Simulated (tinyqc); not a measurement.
Range and order of the fit: effective mass of the conduction band from tabulated energies.

c = hbar^2/2m0.
Constants: hbar^2/2m0 = 3.80998211 eV angstrom^2.

Energies along [110], from the band edge:

| k (1/angstrom) | E (meV) |
|---|---|
| 0.000000 | 0.00000 |
| 0.007800 | 3.46680 |
| 0.015600 | 13.76720 |
| 0.023400 | 30.61500 |
| 0.031200 | 53.57270 |
| 0.039000 | 82.10060 |
| 0.046800 | 115.60670 |
| 0.054600 | 153.49000 |
| 0.062400 | 195.17270 |

reference mass (curvature of the model at k = 0.0001 1/angstrom) = 0.066700 m0

Least-squares fits of E = a k^2 (+ b k^4 + d k^6) over points 1 to n, and the line y = c k^2/E against E; errors of m against the reference.

Results:

| n | E at point n (meV) | one term (%) | two terms (%) | three terms (%) | line (%) | rms residual, one term (meV) |
|---|---|---|---|---|---|---|
| 3 | 30.6 | 1.95 | 0.03 | 0.00 | 0.00 | 0.091 |
| 4 | 53.6 | 3.27 | 0.11 | 0.00 | 0.00 | 0.267 |
| 5 | 82.1 | 4.89 | 0.25 | 0.01 | -0.01 | 0.595 |
| 6 | 115.6 | 6.76 | 0.48 | 0.03 | -0.01 | 1.124 |
| 7 | 153.5 | 8.87 | 0.81 | 0.07 | -0.02 | 1.897 |
| 8 | 195.2 | 11.19 | 1.24 | 0.15 | -0.03 | 2.949 |

The error of the parabola goes from +1.95 to +11.19 % as the range widens, and at n = 8 its residual, 2.95 meV, is only 1.5 % of the top energy: a small residual does not vouch for the mass. Over the full range (n = 8) the best form is the line (0.03 %); the line errs by 0.00 % at n = 3 and -0.03 % at n = 8. Without scatter, a narrower range or a second term is the cure: at n = 8 the errors are +11.19, +1.24 and +0.15 % for one, two and three terms. Three terms on three points interpolate exactly.

Program tinyqc; command `OMP_NUM_THREADS=1 python tinyqc.py 1850893 1850894 out.jsonl`; about 0.01 s on one thread of a shared Intel(R) Xeon(R) Processor @ 2.30GHz.
